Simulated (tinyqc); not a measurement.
From results back to parameters: dielectric confinement in a thin film (image charges). Two cases, with inputs chosen for the exercise.

Problem. The self-energy at the centre was computed from a hidden eh.

A film |z| < t/2 of dielectric constant eps between half-spaces of dielectric constant e2; lam = (eps - e2)/(eps + e2), q = e^2/(4 pi eps0). The self-energy of a band edge is taken with the high-frequency value, e2 = eh, and the field of a fixed ion with the static one, e2 = eo. A charge at z has images lam^|n| at n t + (-1)^n z. Its self-energy is S(z) = (q/2 eps) sum over n >= 1 of lam^n [1/(n t - 2z) + 1/(n t + 2z)] for odd n and 2 lam^n/(n t) for even n; at the centre S(0) = -(q/(eps t)) ln(1 - lam).

Constants: e^2/(4 pi eps0) = 14.39964547 eV angstrom.

Case 1.

Values chosen: t = 74 angstrom (film thickness); eps = 11.8 (dielectric constant of the film).
S(0) = 14.8889 meV

Case 2.

Values chosen: t = 64 angstrom (film thickness); eps = 13.3 (dielectric constant of the film).
S(0) = 22.6950 meV

Find: lam; eh.

Solution. lam = 1 - exp(-S(0) eps t/q), and eh = eps (1 - lam)/(1 + lam).

Case 1.

lam = 0.5946
eh = 3.0

Case 2.

lam = 0.7386
eh = 2.0

Computed by tinyqc, one run a case: `OMP_NUM_THREADS=1 python tinyqc.py N N+1 out.jsonl` with N = 1280815, 1280831; one thread of a shared Intel(R) Xeon(R) Processor @ 2.30GHz, about 0.08 s a run at most.
